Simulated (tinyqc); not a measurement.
What moves the results: polytypes by hexagonality, and a cubic inclusion as a quantum well. A value that a table varies takes the place of the one given here.

Gap: E3 + (E2 - E3) h. Valence top Ev2 h and polarisation P2 h, both counted from 3C; Ec = Ev + gap.

A cubic inclusion of width L = N d in the host (h = 1) is a well of depth V = Ec(host) - Ec(3C). Square well with mass mismatch: k tan(k L/2) = (m_w/m_b) q, k = sqrt(m_w E/c), q = sqrt(m_b (V - E)/c), c = hbar^2/2m0, lowest root. The depth of the level, V - E, is its binding, and the transition to the valence top of the host is gap(host) - (V - E). The step in polarisation gives a field |F| = |P|/(eps eps0) in a thin inclusion, eps0 = 8.8541878e-12 F/m.

Constants: hbar^2/2m0 = 3.80998211 eV angstrom^2.

Parameters, chosen for this exercise (of the order of those of InP; the results hold for these values, not for the real material):
- E3 = 1.41 eV (gap of the cubic polytype)
- E2 = 1.498 eV (gap of 2H)
- Ev2 = 0.04 eV (valence top of 2H above that of 3C)
- P2 = -0.0019 C/m^2 (spontaneous polarisation of 2H)
- m = (0.082, 0.08) m0 (electron mass along c in the cubic layer and in the host)
- d = 3.39 angstrom (thickness of a double layer)
- eps = 12.2 (dielectric constant)
- N = 6 (double layers in the cubic inclusion)

## Width of the inclusion

Without the field: square well. With it, the potential inside is |F| (z - L/2), the host conduction edge lies at V - |F| L/2 on one side and V + |F| L/2 on the other, and the lowest level E_F is found by finite differences (step 0.25 angstrom, wide box, good to about 1 meV). Holes sit in the host on the high side, so the transition is gap(host) - V + E_F - |F| L/2. A dash: bound by less than 2 meV or not at all.

Results:
```
N   L (angstrom)  depth (eV)  transition (eV)  depth below the low side, with field (eV)  transition with field (eV)
2           6.78       0.004            1.494                                          -                           -
4          13.56       0.014            1.484                                      0.004                       1.470
6          20.34       0.026            1.472                                      0.012                       1.451
10         33.90       0.051            1.447                                      0.026                       1.413
15         50.85       0.074            1.424                                      0.037                       1.372
20         67.80       0.089            1.409                                      0.041                       1.338
30        101.70       0.105            1.393                                      0.043                       1.276
```

The square well binds a level even at N = 2 (4 meV), as any symmetric one-dimensional well does; the depth grows to 105 of 128 meV, and the transition tends to E3 - Ev(host) = 1.370 eV. With the field the level is bound by 2 meV or more for N = 4, 6, 10, 15, 20 and 30, and the transition is lowered by 15 meV at N = 4 and 117 meV at N = 30, where |F| L/2 = 89 meV. Free carriers or surface charge screen the field and the step between the two sides; with the field removed every row returns to its square-well depth, and the attraction to the hole, left out here, binds the electron further.

## What each parameter does

Well depth, depth of the level, transition without the field and field. Each row changes one parameter from the base and keeps the others.

Results:
```
case                  V (eV)  depth (eV)  transition (eV)  |F| (MV/cm)
base                  0.1280      0.0263           1.4717        0.176
N = 7                 0.1280      0.0329           1.4651        0.176
Ev2 = 0.07 eV         0.1580      0.0379           1.4601        0.176
E3 = 1.39 eV          0.1480      0.0339           1.4641        0.176
E2 = 1.528 eV         0.1580      0.0379           1.4901        0.176
P2 = -0.0025 C/m^2    0.1280      0.0263           1.4717        0.231
eps = 13.2            0.1280      0.0263           1.4717        0.163
m = (0.098, 0.08) m0  0.1280      0.0269           1.4711        0.176
```

The largest shifts from the base row, up to three for each result and ties (the steps differ in size, so this ranks the rows, not the parameters). V (eV): Ev2 +0.0300, E2 +0.0300, E3 +0.0200; unchanged at the printed digits by N, P2, eps and m. depth (eV): Ev2 +0.0116, E2 +0.0116, E3 +0.0075; unchanged at the printed digits by P2 and eps. transition (eV): E2 +0.0184, Ev2 -0.0116, E3 -0.0075; unchanged at the printed digits by P2 and eps. |F| (MV/cm): P2 +0.056, eps -0.013; unchanged at the printed digits by N, Ev2, E3, E2 and m.

(tinyqc, `OMP_NUM_THREADS=1 python tinyqc.py 1851083 1851084 out.jsonl`, Intel(R) Xeon(R) Processor @ 2.30GHz, 1 thread, shared host, about 0.07 s.)
